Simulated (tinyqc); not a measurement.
p-type polysilicon, carrier trapping at grain boundaries: two steps of the calculation.

One-dimensional grains of size Lg, uniform ionised doping N, monovalent traps Qt at each boundary at a depth Et below (for electrons) or above (for holes) the band edge there, abrupt depletion of width W on each side of a boundary, Boltzmann statistics. xi is the distance from the band edge at the grain centre to the Fermi level. Trapped charge Qt/(1 + exp((xi + VB - Et)/Vt)) = 2 N W, barrier VB = q N W^2/(2 eps0 eps_r).

Values chosen for this exercise; values of the order met in polycrystalline silicon:
```
symbol,value,unit,meaning
T,300,K,temperature
eps_r,11.7,,relative permittivity
NB,2.65e19,cm^-3,valence-band density of states at T
Lg,200,nm,grain size
Qt,6.3e11,cm^-2,trap density of a grain boundary
Et,0.4,eV,depth of the trap level from the majority band edge at the boundary
ms,0.26,m0,mass for thermionic emission
fe,1,,correction factor of the emission rate
mug,150,cm^2/(V s),mobility inside the grains
N,1.4e17,cm^-3,doping
```

Constants: q = 1.602176634e-19 C, kB = 1.380649e-23 J/K, m0 = 9.1093837015e-31 kg, Vt = kB T/q, eps0 = 8.8541878128e-14 F/cm where lengths are in cm. Results are converted to the units shown.

Problem 1. Depletion width, Fermi level and barrier. If the trap equation with xi = Vt ln(NB/N) has a root W < Lg/2, the grain is partly depleted; otherwise W = Lg/2 and the trap equation gives xi = Et - VB + Vt ln(Qt/(N Lg) - 1). N* = Qt/Lg.

Find: N*; W; xi; VB; share of traps filled.

Solution 1.

N* = 3.1500e16 cm^-3
W = 22.493 nm
xi = 0.13555 V
VB = 0.054774 V
share of traps filled = 0.99970

N is 4.44 N*, and the grain is partly depleted; VB = 2.12 Vt.

Problem 2. Resistivity and effective mobility. n0 = NB exp(-xi/Vt); mean density n0 (1 - 2 W/Lg) by charge balance in a partly depleted grain, and n0 (sqrt(pi)/2) erf(u)/u with u = sqrt(VB/Vt) in a fully depleted one; v = sqrt(kB T/(2 pi ms m0)); barrier resistivity Vt exp(VB/Vt)/(q fe n0 v Lg); grain resistivity (1 - 2 W/Lg)/(q n0 mug); effective mobility 1/(q mean density total resistivity).

W = 22.493245 nm
xi = 0.13554869 V
VB = 0.054774455 V

Give: n0; mean density; v; barrier resistivity; grain resistivity; resistivity; effective mobility.

Solution 2.

n0 = 1.4000e17 cm^-3
mean density = 1.0851e17 cm^-3
v = 5.2757e6 cm/s
barrier resistivity = 0.090890 ohm cm
grain resistivity = 0.23036 ohm cm
resistivity = 0.32125 ohm cm
effective mobility = 179.05 cm^2/(V s)

The resistivity is 1.08 times that of a single crystal with the same N and mobility mug, and the mean density is 77.5 % of N. The effective mobility exceeds mug only because drift through the depleted grain is left out.

Program tinyqc, `OMP_NUM_THREADS=1 python tinyqc.py 2830135 2830136 out.jsonl`; Intel Xeon 2.30GHz, shared host, one thread, about 0.01 s.
